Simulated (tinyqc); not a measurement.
From results back to parameters: static screening by free carriers. Five cases, with inputs chosen for the exercise.

Problem. At zero temperature the gas shows Friedel oscillations of period pi/kF and a Thomas-Fermi length 1/qTF; n and m are hidden.

kF = (3 pi^2 n/Mv)^(1/3), EF = c kF^2/m with c = hbar^2/2m0, n in 1/angstrom^3 (1e-24 per 1/cm^3), e2 = e^2/(4 pi eps0). Thomas-Fermi: qTF^2 = 6 pi e2 n/(eps EF). Debye: qD^2 = 4 pi e2 n/(eps kB T).

Constants: hbar^2/2m0 = 3.80998211 eV angstrom^2; e^2/(4 pi eps0) = 14.39964547 eV angstrom.

Case 1.

Values chosen (out of a larger set: near those of Ge; not measured data): Mv = 4 (valleys); eps = 16.4 (background dielectric constant).

period = 47.9478 angstrom
1/qTF = 10.8974 angstrom

Case 2.

Values chosen (out of a larger set: near those of GaN; not measured data): Mv = 1 (valleys); eps = 9.62 (background dielectric constant).

period = 38.7482 angstrom
1/qTF = 15.6246 angstrom

Case 3.

Values chosen (out of a larger set: a free-electron density near that of Ag; not measured data): Mv = 1 (valleys); eps = 1 (background dielectric constant).

period = 2.60998 angstrom
1/qTF = 0.587610 angstrom

Case 4.

Values chosen (out of a larger set: near those of InP; not measured data): Mv = 1 (valleys); eps = 12.3 (background dielectric constant).

period = 68.9117 angstrom
1/qTF = 38.1119 angstrom

Case 5.

Values chosen (out of a larger set: near those of InAs; not measured data): Mv = 1 (valleys); eps = 14.9 (background dielectric constant).

period = 255.209 angstrom
1/qTF = 143.294 angstrom

Find: kF; n; m.

Solution. kF = pi/period and n = Mv kF^3/(3 pi^2); qTF^2 = 2 e2 Mv m kF/(pi eps c) then gives m.

Case 1.

kF = 0.06552 1/angstrom
n = 3.80e+19 1/cm^3
m = 0.219 m0

Case 2.

kF = 0.08108 1/angstrom
n = 1.80e+19 1/cm^3
m = 0.202 m0

Case 3.

kF = 1.204 1/angstrom
n = 5.89e+22 1/cm^3
m = 1.000 m0

Case 4.

kF = 0.04559 1/angstrom
n = 3.20e+18 1/cm^3
m = 0.077 m0

Case 5.

kF = 0.01231 1/angstrom
n = 6.30e+16 1/cm^3
m = 0.025 m0

Computed by tinyqc, one run a case: `OMP_NUM_THREADS=1 python tinyqc.py N N+1 out.jsonl` with N = 1650148, 1650213, 1650254, 1650267, 1650268; one thread of a shared Intel(R) Xeon(R) Processor @ 2.30GHz, about 0.01 s a run at most.
